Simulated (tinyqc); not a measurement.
What moves the results: tunnelling through a thin dielectric with one trap, as a tight-binding chain. A value that a table varies takes the place of the one given here.

Hopping -t everywhere, t = c/(m a^2), c = hbar^2/2m0; lead sites at 2t (band bottom 0), barrier sites 1 to N at 2t + phi, and site j has U besides. No voltage. Leads give S = -t exp(ika) on sites 1 and N, cos(ka) = 1 - E/(2t). T = (2 t sin(ka))^2 |G_1N|^2, G = (E - H - S)^-1. In the barrier cosh(q a) = 1 + (phi - E)/(2t).

Resonance: the lowest eigenvalue of H + S(E), iterated until its real part equals E (40 rounds from Eb = phi + 2t - sqrt(4t^2 + U^2), the level in an endless barrier). With v the normalised squared amplitudes of that state, Gamma_L = 2 t sin(ka) v_1, Gamma_R = 2 t sin(ka) v_N; Breit-Wigner T = Gamma_L Gamma_R/((E - Er)^2 + (Gamma_L + Gamma_R)^2/4).

Constants: hbar^2/2m0 = 3.80998211 eV angstrom^2.

Values chosen for the exercise (barrier and mass of the size used for Al2O3 on silicon; not measured data): a = 2.5 angstrom (site spacing); m = 0.29 m0 (mass, the same in leads and barrier); phi = 2.02 eV (conduction edge of the barrier above that of the leads); N = 11 (barrier sites); j = 3 (site of the trap); U = -2.78 eV (extra energy on the trap site); E = 1.53 eV (electron energy).

## Transmission around the level

Er = 1.19788 eV

widths (meV): left 143.16, right 0.086700

Energies Er + x (Gamma_L + Gamma_R).

T:

| x | E (eV) | chain | Breit-Wigner | no trap |
|---|---|---|---|---|
| -8.0 | 0.0519 | 4.13e-09 | 9.41e-06 | 5.94e-10 |
| -3.0 | 0.7681 | 6.24e-06 | 6.54e-05 | 2.47e-07 |
| -1.0 | 1.0546 | 0.000223 | 0.000484 | 1.71e-06 |
| -0.5 | 1.1263 | 0.000818 | 0.00121 | 2.84e-06 |
| 0.0 | 1.1979 | 0.00240 | 0.00242 | 4.77e-06 |
| 0.5 | 1.2695 | 0.00191 | 0.00121 | 8.15e-06 |
| 1.0 | 1.3411 | 0.00120 | 0.000484 | 1.42e-05 |
| 3.0 | 1.6276 | 0.00108 | 6.54e-05 | 0.000169 |

At Er the chain gives 0.00240, 503 times the value without trap, and Breit-Wigner 0.00242. In the wings the single pole gives 2.28e+03 times the chain value at x = -8 and 0.0606 times at x = 3, because the widths and the level shift change with energy.

## Where a trap does most harm

The trap is moved through the barrier. The area under the resonance, 2 pi Gamma_L Gamma_R/(Gamma_L + Gamma_R), sets the current through it.

Against position:

| j | Er (eV) | Gamma_L (meV) | Gamma_R (meV) | peak | area (meV) |
|---|---|---|---|---|---|
| 3 | 1.1979 | 143 | 0.0867 | 0.00242 | 0.544 |
| 4 | 1.1891 | 39.4 | 0.277 | 0.0277 | 1.73 |
| 5 | 1.1857 | 11.2 | 0.933 | 0.285 | 5.41 |
| 6 | 1.1849 | 3.21 | 3.21 | 1.00 | 10.1 |
| 7 | 1.1857 | 0.933 | 11.2 | 0.285 | 5.41 |
| 8 | 1.1891 | 0.277 | 39.4 | 0.0277 | 1.73 |
| 9 | 1.1979 | 0.0867 | 143 | 0.00242 | 0.544 |

The area is largest at j = 6 (10.1 meV) and 18.5 times smaller at j = 3: the slower of the two steps limits the current, so traps in the middle carry most. Each site towards a lead multiplies its width by about 3.48, close to exp(2 q a) = 3.46 at Eb.

## Direct against trap-assisted paths

N odd, the trap in the middle, j = (N + 1)/2. Direct T is that without trap at the energy Er; area = 2 pi Gamma_L Gamma_R/(Gamma_L + Gamma_R). The exponents are the slopes of the logarithms between the last two rows, per angstrom.

Against thickness:

| N | N a (angstrom) | Er (eV) | direct T | area (meV) |
|---|---|---|---|---|
| 5 | 12.5 | 1.2014 | 0.00776 | 472 |
| 7 | 17.5 | 1.1931 | 0.000643 | 127 |
| 9 | 22.5 | 1.1870 | 5.25e-05 | 35.4 |
| 11 | 27.5 | 1.1849 | 4.34e-06 | 10.1 |
| 13 | 32.5 | 1.1843 | 3.61e-07 | 2.90 |
| 15 | 37.5 | 1.1841 | 3.01e-08 | 0.836 |
| 17 | 42.5 | 1.1840 | 2.51e-09 | 0.241 |

exponents (1/angstrom): direct 0.4966, through the trap 0.2484

The direct path falls as exp(-0.497 d) and the path through a central trap as exp(-0.248 d), 2.00 times more slowly, since each step crosses half the layer. From 5 to 17 sites the first loses 6.5 decades and the second 3.3: in thicker layers even few traps rule the leakage. Inelastic capture with phonons is left out.

## What each parameter does

Resonance and log10 T at E. Each row changes one parameter from the base and keeps the others.

Results:

| case | Er (eV) | Gamma_L (meV) | Gamma_R (meV) | log10 T |
|---|---|---|---|---|
| base | 1.1979 | 143.2 | 0.08670 | -3.044 |
| m = 0.267 m0 | 1.2596 | 170.3 | 0.1778 | -2.692 |
| phi = 2.12 eV | 1.3014 | 142.4 | 0.08714 | -3.041 |
| N = 12 | 1.1979 | 143.2 | 0.02528 | -3.459 |
| j = 4 | 1.1891 | 39.39 | 0.2771 | -3.132 |
| U = -2.697 eV | 1.2468 | 147.7 | 0.1104 | -2.922 |

The largest shifts from the base row, up to three for each result and ties (the steps differ in size, so this ranks the rows, not the parameters). Er (eV): phi +0.1035, m +0.0617, U +0.0490; unchanged at the printed digits by N. Gamma_L (meV): j -104, m +27.1, U +4.58; unchanged at the printed digits by N. Gamma_R (meV): j +0.190, m +0.0911, N -0.0614. log10 T: N -0.416, m +0.351, U +0.121.

tinyqc: `OMP_NUM_THREADS=1 python tinyqc.py 1481616 1481617 out.jsonl`; about 0.08 s, one thread, shared Intel(R) Xeon(R) Processor @ 2.30GHz.
